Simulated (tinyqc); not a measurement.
What the excited states change: donors with valley-orbit split 1s states.

Each donor binds at most one electron, in any of its states. For a site s, W_s = sum over its states of g exp(E/kT), and the ionised share is 1/(1 + W_s exp(eta)), eta = (EF - Ec)/kT; n = Nc F_1/2(eta); neutrality n + NA = ND x (mean ionised share); holes are neglected. Nc from N = 2 (m kB T/(4 pi c))^(3/2) with c = hbar^2/2m0, in 1/angstrom^3; times 1e24 for 1/cm^3, m = md. F_j(eta) = (1/Gamma(j + 1)) integral_0^infinity x^j dx/(1 + exp(x - eta)), which tends to exp(eta) for eta << 0.

Constants: hbar^2/2m0 = 3.80998211 eV angstrom^2; kB = 8.617333262e-05 eV/K.

Parameters, chosen for this exercise (near those of P in Si; the results hold for these values, not for the real material): md = 1.091 m0 (density-of-states mass of the conduction band); E = (44.6, 33.1, 31) meV (binding energies of 1s(A1), 1s(T2), 1s(E)); g = (2, 6, 4) (their degeneracies with spin); ND = 8.9e+15 1/cm^3 (donors); NA = 0 1/cm^3 (compensating acceptors, all ionised).

The last columns keep only the ground state of each site (g = 2).

Results:
```
T (K)  effective degeneracy    eta  n (1/cm^3)  n, ground states only  ratio
40                     2.29  -9.42    1.13e+14               1.21e+14  0.935
60                     2.94  -7.75    1.10e+15               1.32e+15  0.837
80                     3.69  -7.15    3.10e+15               3.90e+15  0.794
110                    4.74  -6.97    5.97e+15               7.13e+15  0.837
150                    5.86  -7.17    7.79e+15               8.45e+15  0.922
200                    6.90  -7.52    8.48e+15               8.77e+15  0.967
250                    7.65  -7.83    8.69e+15               8.84e+15  0.983
300                    8.21  -8.09    8.78e+15               8.87e+15  0.989
400                    8.99  -8.51    8.84e+15               8.89e+15  0.995
500                    9.51  -8.85    8.87e+15               8.89e+15  0.997
```

How do the results move, and what explains it?

The effective degeneracy grows from 2.29 to 9.51. Excited states hold electrons back, so the ratio is never above 1; it is lowest, 0.794, at 80 K of those listed, and 0.989 at 300 K. At low T the excited states empty out, and at high T more donors are ionised (n is 100 % of ND - NA in the last row), so the effect is largest in between.

Program tinyqc; command `OMP_NUM_THREADS=1 python tinyqc.py 1681009 1681010 out.jsonl`; about 0.01 s on one thread of a shared Intel(R) Xeon(R) Processor @ 2.30GHz.
